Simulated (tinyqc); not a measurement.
Worked calculation: hole subbands of a hard-walled well, four-band Luttinger model. Values are carried at full precision from step to step, so a last printed digit may differ when a step is redone from the rounded ones.

Constants: hbar^2/2m0 = 3.80998211 eV angstrom^2.

Values chosen for the exercise (near those of InAs; not measured data): g1 = 19.87 (Luttinger gamma1); g2 = 8.51 (gamma2); L = 95 angstrom (well width along [001]); Zs = 0 eV (shear strain energy); g3 = 9.3 (gamma3); k = 0.0377 1/angstrom (wave vector in the plane); N = 4 (sines for each component); kmax = 0.079 1/angstrom (end of the path).

## Levels at k = 0

R and S vanish: HHn = c (g1 - 2 g2)(n pi/L)^2 - Zs and LHn = c (g1 + 2 g2)(n pi/L)^2 + Zs, c = hbar^2/2m0, hole energies counted downwards. Sort HH1 to HH4 and LH1, LH2.

Levels:
```
subband,E (eV)
HH1,0.0119
HH2,0.0475
HH3,0.1069
LH1,0.1537
HH4,0.1900
LH2,0.6148
```

The top subband is HH1, 35.6 meV from HH2. In so narrow a gap the light holes are also strongly non-parabolic.

## The matrix at one k

Hole energies are counted downwards from the unstrained band edge, c = hbar^2/2m0. After the usual block transformation one block is H = [[P + Q - Zs, R - i S], [R + i S, P - Q + Zs]] in (heavy, light), with P +/- Q = c [(g1 +/- g2) k^2 + (g1 -/+ 2 g2) kz^2], R = sqrt(3) c gR k^2, S = 2 sqrt(3) c g3 k kz, kz = -i d/dz; axial approximation gR = (g2 + g3)/2. Zs = b (e_par - e_perp) is the shear part of the strain (the hydrostatic part shifts all levels alike and is left out). Basis sqrt(2/L) sin(n pi z/L), n = 1 to N, for each component: kz^2 gives (n pi/L)^2 and the heavy-light block is R delta_nm - 2 sqrt(3) c g3 k D_nm with D_nm = 4 n m/(L (n^2 - m^2)) for n + m odd, 0 otherwise. The other block has the same levels. The split-off band is left out.

Fill in the 2N x 2N matrix, in meV.

H(k) (meV):
```
,h1,h2,h3,h4,l1,l2,l3,l4
h1,165.55,0,0,0,83.52,129.89,0,51.96
h2,0,201.18,0,0,-129.89,83.52,233.81,0
h3,0,0,260.55,0,0,-233.81,83.52,334.01
h4,0,0,0,343.67,-51.96,0,-334.01,83.52
l1,83.52,-129.89,0,-51.96,215.22,0,0,0
l2,129.89,83.52,-233.81,0,0,676.33,0,0
l3,0,233.81,83.52,-334.01,0,0,1444.85,0
l4,51.96,0,334.01,83.52,0,0,0,2520.77
```

## Levels and mixing

Diagonalise; give the four lowest hole energies and the weight of the heavy component (the first half of the basis) in each.

levels (meV): 32.06  74.30  152.64  224.03

heavy weight: 0.582  0.822  0.915  0.829

The most mixed of the four is number 1, with 58 % heavy character. Against 60 sines these levels lie 1.4, 2.0, 12.6 and 37.2 meV too high: the small basis is not converged.

## Dispersion in the plane

N = 20, nine points from 0 to kmax.

Hole energies (meV):
```
k (1/angstrom),E1,E2,E3,E4,heavy weight of 1,heavy weight of 2
0.0000,11.87,47.50,106.87,153.70,1.000,1.000
0.0099,19.99,44.81,106.66,161.21,0.994,0.916
0.0198,33.10,48.29,108.78,168.42,0.826,0.916
0.0296,31.42,66.78,123.46,172.48,0.655,0.891
0.0395,30.77,72.67,142.05,192.34,0.562,0.802
0.0494,33.15,73.29,144.65,220.63,0.497,0.730
0.0592,38.45,74.22,143.02,230.81,0.450,0.669
0.0691,46.36,77.06,141.74,231.57,0.415,0.617
0.0790,56.65,82.29,142.06,230.25,0.389,0.573
```

At small k the hole energy falls in subbands 2 and 3: an electron-like mass, caused by repulsion from a deeper subband. E2 - E1 is smallest, 15.2 meV, at k = 0.0198 of the points listed. The top subband goes from 1.00 to 0.39 in heavy weight.

## Mass of HH1 in the plane

Second order in k: 1/m = g1 + g2 - sum_n 12 c g3^2 D_1n^2/(LHn - HH1) over even n up to 60, with D_1n = 4n/(L (n^2 - 1)) in size, LHn - HH1 = c [(g1 + 2 g2) n^2 - (g1 - 2 g2)](pi/L)^2 + 2 Zs, c = hbar^2/2m0.

LHn - HH1 for n = 2, 4, 6 (meV): 602.9  2447.4  5521.5
terms for n = 2, 4, 6: 5.1676  0.2037  0.0373
sum of all terms = 5.4304
mass without mixing, 1/(g1 + g2) = 0.0352 m0
1/m with mixing = 22.9496 1/m0

Mixing with the light holes takes m from 0.035 to 0.044 m0.

## Checks

- 1/m of HH1 from the full matrix (N = 60) at small k against second order: both 22.950.
- The 2 x 2 block with gR = g2 (k along [100]) for a plane wave (k, 0, pi/L) against the bulk heavy-hole formula, eV: both 0.01602.
- Lowest level at the given k on a real-space grid of 240 points against 60 sines, eV: both 0.0307.

(tinyqc, `OMP_NUM_THREADS=1 python tinyqc.py 1252261 1252262 out.jsonl`, Intel(R) Xeon(R) Processor @ 2.30GHz, 1 thread, shared host, about 0.08 s.)
